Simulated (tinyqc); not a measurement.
n-type polysilicon, carrier trapping at grain boundaries: one step of the calculation.

One-dimensional grains of size Lg, uniform ionised doping N, monovalent traps Qt at each boundary at a depth Et below (for electrons) or above (for holes) the band edge there, abrupt depletion of width W on each side of a boundary, Boltzmann statistics. xi is the distance from the band edge at the grain centre to the Fermi level. Trapped charge Qt/(1 + exp((xi + VB - Et)/Vt)) = 2 N W, barrier VB = q N W^2/(2 eps0 eps_r).

Question. Depletion width, Fermi level and barrier. If the trap equation with xi = Vt ln(NB/N) has a root W < Lg/2, the grain is partly depleted; otherwise W = Lg/2 and the trap equation gives xi = Et - VB + Vt ln(Qt/(N Lg) - 1). N* = Qt/Lg.

Values chosen for this exercise; values of the order met in polycrystalline silicon:
```
symbol,value,unit,meaning
T,300,K,temperature
eps_r,11.7,,relative permittivity
NB,2.8e19,cm^-3,conduction-band density of states at T
Lg,21,nm,grain size
Qt,1.3e12,cm^-2,trap density of a grain boundary
Et,0.45,eV,depth of the trap level from the majority band edge at the boundary
N,3.7e17,cm^-3,doping
```

Constants: q = 1.602176634e-19 C, kB = 1.380649e-23 J/K, Vt = kB T/q, eps0 = 8.8541878128e-14 F/cm where lengths are in cm. Results are converted to the units shown.

Give: N*; W; xi; VB; share of traps filled.

Answer.

N* = 6.1905e17 cm^-3
W = 10.500 nm
xi = 0.40822 V
VB = 0.031545 V
share of traps filled = 0.59769

N is 0.598 N*, and the grain is fully depleted; VB = 1.22 Vt.

tinyqc, about 0.01 s, one thread, Intel Xeon 2.30GHz (shared host): `OMP_NUM_THREADS=1 python tinyqc.py 2830094 2830095 out.jsonl`
